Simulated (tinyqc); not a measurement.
Strained Delta valleys, repopulation and conductivity mass: two steps of the calculation.

A cubic crystal with three pairs of conduction valleys along x, y and z under uniaxial stress X along [110] (X > 0 is tension); current along [100]. Non-degenerate electrons, fixed total density, one relaxation time for all valleys and stresses, masses unchanged by strain, so the mobility goes as the mean inverse mass.

Values chosen for this exercise; values close to those of silicon:
- T = 325 K (temperature)
- s11 = 7.79 1/TPa (compliance)
- s12 = -2.15 1/TPa (compliance)
- s44 = 12.6 1/TPa (compliance)
- Xu = 9.24 eV (shear deformation potential)
- X = -1900 MPa (uniaxial stress (tension positive))

Constants: q = 1.602176634e-19 C, kB = 1.380649e-23 J/K, Vt = kB T/q. Results are converted to the units shown.

Problem 1. Strain tensor. Stress s_ij = X a_i a_j with a the unit vector along [110]; strain e_ii = s11 s_ii + s12 (s_jj + s_kk), e_ij = s44 s_ij/2.

Wanted: strain.

Solution 1.

strain (%):
```
         x        y       z
x  -0.5358  -0.5985  0.0000
y  -0.5985  -0.5358  0.0000
z   0.0000   0.0000  0.4085
```

Problem 2. Valley shifts and shares. Valley shift dE = Xu (n.e.n - trace(e)/3) with n the valley axis; share f proportional to exp(-dE/Vt).

strain (%):
```
             x            y           z
x  -0.53580000  -0.59850000  0.00000000
y  -0.59850000  -0.53580000  0.00000000
z   0.00000000   0.00000000  0.40850000
```

Give: dE; share f.

Solution 2.

dE, valley x to z (meV): [-29.084, -29.084, 58.169]
share f, valley x to z: [0.48915, 0.48915, 0.02170]

The splitting is 87.3 meV, 3.1 Vt.

Range of the model: Shear strain also changes the transverse masses of these valleys, which is left out.

Computed by the program tinyqc: `OMP_NUM_THREADS=1 python tinyqc.py 2530141 2530142 out.jsonl`, one thread of a shared Intel Xeon 2.30GHz, about 0.01 s for the whole run.
